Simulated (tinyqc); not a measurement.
Hubbard chain of 2 sites, step by step. One step of it, computed by the program tinyqc.

Question. The many-body Hamiltonian. Basis: all placements (u, d, 2, 0 on each site), up operators ordered before down ones; hops carry the sign of the same-spin electrons passed.

one-body matrix (hopping and site energies) (eV):
```
           1          2
1   0.000000  -1.630000
2  -1.630000   0.000000
```

U = 9.300000 eV

electrons, up and down: 1  1

Give: H.

Answer.

H (eV), lower triangle:
```
         20       ud       du      02
20   9.3000
ud  -1.6300   0.0000
du  -1.6300   0.0000   0.0000
02   0.0000  -1.6300  -1.6300  9.3000
```
